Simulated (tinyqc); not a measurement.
Spin coating of a resist or spin-on film: centrifugal thinning, evaporation and the final thickness (Emslie and Meyerhofer models): one step, computed by the program tinyqc.

A Newtonian film stays uniform over the wafer; solvent and solids have the same density and the concentration is uniform through the thickness.

Problem. Thinning without evaporation. dh/dt = -K h^3 gives h = h0/sqrt(1 + 2 K h0^2 t); for long times h = 1/sqrt(2 K t).

Inputs (values chosen for the exercise, of the order of those of a polymer resist in an ester solvent): starting thickness h0 = 300 micrometre; time t = 3.4 s.

flow constant K = 3.709819e-04 1/(micrometre^2 s)

Give: h(t) without evaporation; long-time form; time 1/(2 K h0^2).

Solution.

h(t) without evaporation = 19.866 micrometre

long-time form = 19.910 micrometre

time 1/(2 K h0^2) = 0.014975 s

The long-time form is within 0.22 %: the starting thickness is forgotten. Caution: above a Reynolds number of about 3e5 the air flow near the rim turns turbulent, and evaporation is no longer uniform.
